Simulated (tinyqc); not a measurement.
p-type polysilicon, carrier trapping at grain boundaries: effect of the trap density of a grain boundary.

One-dimensional grains of size Lg, uniform ionised doping N, monovalent traps Qt at each boundary at a depth Et below (for electrons) or above (for holes) the band edge there, abrupt depletion of width W on each side of a boundary, Boltzmann statistics. xi is the distance from the band edge at the grain centre to the Fermi level. Trapped charge Qt/(1 + exp((xi + VB - Et)/Vt)) = 2 N W, barrier VB = q N W^2/(2 eps0 eps_r).

If the trap equation with xi = Vt ln(NB/N) has a root W < Lg/2, the grain is partly depleted; otherwise W = Lg/2 and the trap equation gives xi = Et - VB + Vt ln(Qt/(N Lg) - 1). N* = Qt/Lg. n0 = NB exp(-xi/Vt); mean density n0 (1 - 2 W/Lg) by charge balance in a partly depleted grain, and n0 (sqrt(pi)/2) erf(u)/u with u = sqrt(VB/Vt) in a fully depleted one; v = sqrt(kB T/(2 pi ms m0)); barrier resistivity Vt exp(VB/Vt)/(q fe n0 v Lg); grain resistivity (1 - 2 W/Lg)/(q n0 mug); effective mobility 1/(q mean density total resistivity). Rows with xi above 0.45 V, towards mid-gap, are left out, since the other carrier type is ignored.

Inputs (values chosen for the exercise); values of the order met in polycrystalline silicon: temperature T = 300 K; relative permittivity eps_r = 11.7; valence-band density of states at T NB = 2.65e19 cm^-3; grain size Lg = 42 nm; depth of the trap level from the majority band edge at the boundary Et = 0.43 eV; mass for thermionic emission ms = 0.34 m0; correction factor of the emission rate fe = 1; mobility inside the grains mug = 150 cm^2/(V s); doping N = 6.5e16 cm^-3.

Constants: q = 1.602176634e-19 C, kB = 1.380649e-23 J/K, m0 = 9.1093837015e-31 kg, Vt = kB T/q, eps0 = 8.8541878128e-14 F/cm where lengths are in cm. Results are converted to the units shown.

Result of one run:
```
N/N*,depleted share 2 W/Lg,VB (V),xi (V),mean density (cm^-3),resistivity (ohm cm),effective mobility (cm^2/(V s))
1.365,0.7326,0.01190,0.1554,1.738e16,0.3742,959.6
```

Which trap density of a grain boundary Qt gave this result: 2e11, 3.4e11, 5.7e11 or 1.6e12 cm^-2?

Qt = 2e11 cm^-2.

The whole series:
```
Qt (cm^-2),N/N*,depleted share 2 W/Lg,VB (V),xi (V),mean density (cm^-3),resistivity (ohm cm),effective mobility (cm^2/(V s))
2e11,1.365,0.7326,0.01190,0.1554,1.738e16,0.3742,959.6
3.4e11,0.8029,1.000,0.02217,0.3715,1.178e13,1291,410.4
5.7e11,0.4789,1.000,0.02217,0.4100,2.658e12,5722,410.4
9.7e11,0.2814,1.000,0.02217,0.4321,1.133e12,1.343e4,410.4
1.6e12,0.1706,1.000,0.02217,0.4487,5.949e11,2.557e4,410.4
```

As Qt goes from 2e11 to 1.6e12, VB rises from 0.0119 to 0.0222 V, the resistivity rises from 0.374 to 25600 ohm cm and the effective mobility falls from 960 to 410 cm^2/(V s). In every row VB is below Vt, where abrupt depletion and thermionic emission are rough. For Qt = 2e11 the grain is near the changeover between partial and full depletion, within a few Debye lengths, where both limits are rough. In every row the effective mobility exceeds mug, since drift through the depleted part of the grain is left out.

tinyqc, about 0.01 s, one thread, Intel Xeon 2.30GHz (shared host): `OMP_NUM_THREADS=1 python tinyqc.py 2830209 2830210 out.jsonl`
